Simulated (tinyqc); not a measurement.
Hubbard chain of 3 sites, step by step. One step of it, computed by the program tinyqc.

Problem. Mean-field iteration 3. H(up) = T + U n(down), H(down) = T + U n(up); fill the lowest levels; n(new) = n + mixing (n(out) - n); E = tr T (rho up + rho down) + U sum n_up n_down of the output.

one-body matrix (hopping and site energies) (eV), lower triangle:
```
,1,2,3
1,0.380000
2,-1.790000,0.270000
3,0.000000,-1.790000,0.250000
```

U = 10.400000 eV

electrons, up and down: 2  1

mixing = 0.200000

n(up) after iteration 2: 1 0.959366, 2 0.273239, 3 0.960036

n(down) after iteration 2: 1 0.039618, 2 0.727474, 3 0.040268

Give: levels, up; levels, down; energy; n(up) after iteration 3; n(down) after iteration 3.

Solution.

levels, up (eV): -0.0835  0.7346  8.6454

levels, down (eV): 2.3093  10.2917  11.1025

energy = -0.2449 eV

n(up) after iteration 3: 1 0.9581, 2 0.2372, 3 0.9589

n(down) after iteration 3: 1 0.0407, 2 0.7637, 3 0.0415
